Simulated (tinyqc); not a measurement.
Changing the grain-boundary energy gamma_b: capillary instabilities by surface diffusion: grooving and agglomeration of films, edge retraction, wire break-up and smoothing of roughness. Computed by tinyqc, a small Python program. Command: `OMP_NUM_THREADS=1 python tinyqc.py 3019233 3019234 out.jsonl dewet sweep`. One thread of a shared host (Intel(R) Xeon(R) Processor @ 2.30GHz), about 0.01 s of CPU time with the checks.

Isotropic surface energy; shapes change by surface diffusion alone.

Inputs (values chosen for the exercise, of the order of those of a ruthenium film): surface energy gamma_s = 2.84 J/m^2; interface energy gamma_i = 1.2 J/m^2; atomic volume Omega = 13.6 angstrom^3; surface sites nu = 13 1/nm^2; prefactor D0 = 3.1e-06 m^2/s; activation energy Q = 2.07 eV; temperature T = 1113 K; time t = 240 s; film thickness h = 3.2 nm; grain radius R = 25 nm.

Grooves: at the surface and the interface.

Constants: k_B = 8.617333262e-05 eV/K; k_B = 1.380649e-23 J/K.

Method:
- B = D_s nu gamma_s Omega^2/(k_B T), D_s = D0 exp(-Q/(k_B T)).
- Groove angle beta: sin(beta) = gamma_b/(2 gamma). For circular grains of radius R with spherical caps the groove ends (measured from the mean surface) at the depth R g(beta), g = (2 - 3 cos beta + cos^3 beta)/(3 sin^3 beta). The film parts if R [g(beta_s) + g(beta_i)] > h.
- Mullins' isolated groove: depth below the flat surface d = 0.780 m (B t)^(1/4), m = tan(beta_s), width between the ridges 4.6 (B t)^(1/4); time to reach h: (h/(0.780 m))^4/B.

One run for each value:
```
grain-boundary energy gamma_b (J/m^2)  critical R/h  beta_s (degrees)  time to reach the substrate (s)
0.284                                        23.678             2.866                       7.7307e+04
0.518                                        12.873             5.232                       6.9038e+03
0.751                                         8.758             7.598                       1.5339e+03
0.985                                         6.545             9.986                       5.0512e+02
1.220                                         5.141            12.403                       2.0759e+02
1.450                                         4.172            14.790                       9.9921e+01
1.690                                         3.399            17.310                       5.1476e+01
1.920                                         2.787            19.757                       2.9179e+01
```

What does the table show, and why?

Over the rows, critical R/h falls from 23.7 to 2.79 (exponent d ln y / d ln x -1.0 between the first rows and -1.6 between the last); beta_s (degrees) rises from 2.87 to 19.8 (exponent d ln y / d ln x about 1.0 throughout); time to reach the substrate (s) falls from 77300 to 29.2 (exponent d ln y / d ln x -4.0 between the first rows and -4.4 between the last). At the low end the exponent of critical R/h is -1.01, close to -1: g is about beta/4 for small angles.

Caution (all rows): the grains are too small for the surface groove ever to reach the depth h.
